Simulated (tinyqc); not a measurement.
Free and trapped electrons in a MOS channel with a dense trap tail: free and trapped charge against gate voltage.

p-type body, charge-sheet picture, full ionisation (an idealisation for deep acceptors), Boltzmann statistics for free electrons. e = Ec - EF at the surface. Acceptor-like traps of density D(E) = D0 + De exp(-E/Ew) at depth E below Ec, from 0 to Eu, hold n_t = integral of D(E)/(1 + exp((e - E)/Vt)). psi = Eg - Vt ln(Nv/Na) - e; N_dep = sqrt(2 eps0 eps_r Na (psi - Vt)/q); n_f = sqrt(N_dep^2 + 2 eps0 eps_r Vt Nc exp(-e/Vt)/q) - N_dep; Vg = Vfb + psi + q (N_dep + n_t + n_f)/Cox, Cox = eps0 eox/tox.

Free share n_f/(n_f + n_t); swing ln 10 n_f/(dn_f/dVg); field-effect mobility mf q (dn_f/dVg)/Cox, for a constant mf; oxide field q (N_dep + n_t + n_f)/(eps0 eox).

Parameters, values chosen for the exercise; band and dielectric values close to those of gallium nitride:
```
symbol    value         unit                                             meaning
T           300            K                                         temperature
Eg         3.41           eV                                            band gap
eps_r      9.35                                            relative permittivity
Nc      2.32e18        cm^-3              conduction-band density of states at T
Nv      4.62e19        cm^-3                 valence-band density of states at T
eox         3.9                           relative permittivity of the insulator
tox          35           nm                                 insulator thickness
Na       8.5e16        cm^-3                                    acceptor density
Vfb       -2.66            V            flat-band voltage without trapped charge
D0       1.6e11  cm^-2 eV^-1  constant background density of acceptor-like traps
De       3.9e13  cm^-2 eV^-1          density of the tail at the conduction edge
Ew         0.07           eV                            decay energy of the tail
Eu         0.56           eV        depth below Ec down to which the traps reach
mf          160   cm^2/(V s)                          mobility of free electrons
```

Constants: q = 1.602176634e-19 C, kB = 1.380649e-23 J/K, Vt = kB T/q, eps0 = 8.8541878128e-14 F/cm where lengths are in cm. Results are converted to the units shown.

Result of one run:
columns A: Vg (V); B: e (eV); C: n_f (cm^-2); D: n_t (cm^-2); E: free share (%); F: swing (mV/decade); G: field-effect mobility (cm^2/(V s)); H: oxide field (MV/cm)
```
A       B        C         D       E      F       G      H
4  0.1380  9.044e8  5.399e11  0.1672  743.1  0.7281  1.015
```

What becomes of these results when the gate voltage Vg is changed from 4 to 10.4 V, all else the same?

Result of the changed run:
columns A: Vg (V); B: e (eV); C: n_f (cm^-2); D: n_t (cm^-2); E: free share (%); F: swing (mV/decade); G: field-effect mobility (cm^2/(V s)); H: oxide field (MV/cm)
```
A            B         C         D      E     F      G      H
10.4  -0.06487  1.543e12  2.761e12  35.84  6150  150.1  2.785
```

The whole series:
columns A: Vg (V); B: e (eV); C: n_f (cm^-2); D: n_t (cm^-2); E: free share (%); F: swing (mV/decade); G: field-effect mobility (cm^2/(V s)); H: oxide field (MV/cm)
```
A            B         C         D         E      F         G       H
3       0.3117   1.125e6  7.903e10  0.001423  157.8  0.004266  0.7784
4       0.1380   9.044e8  5.399e11    0.1672  743.1    0.7281   1.015
5.1    0.07641   9.674e9  1.154e12    0.8312   1448     3.997   1.311
6.2    0.03721  4.338e10  1.763e12     2.401   1888     13.75   1.614
7.2   0.005977  1.405e11  2.255e12     5.864   2009     41.83   1.891
8.3   -0.02632  4.484e11  2.596e12     14.73   2555     105.0   2.196
9.3   -0.04823  9.276e11  2.713e12     25.48   4013     138.3   2.476
10.4  -0.06487  1.543e12  2.761e12     35.84   6150     150.1   2.785
11.5  -0.07711  2.188e12  2.782e12     44.02   8484     154.3   3.096
```

n_f reaches 1e11 cm^-2 at Vg = 6.91 V, against 3.46 V without traps. The free share rises from 0.00142 to 44.0 % and the field-effect mobility rises from 0.00427 to 154 cm^2/(V s), although mf = 160 is constant: in the last row 96.4 % of Cox dVg goes into free electrons. The swing in the first row is 158 mV a decade (Vt ln 10 = 59.5). For Vg = 6.2, 7.2, 8.3, 9.3, 10.4, 11.5 EF lies less than 2 Vt below the band edge, or above it, where degeneracy and confinement, left out, matter.

Computed by the program tinyqc: `OMP_NUM_THREADS=1 python tinyqc.py 2222240 2222241 out.jsonl`, one thread of a shared Intel Xeon 2.30GHz, about 0.02 s for the whole run.
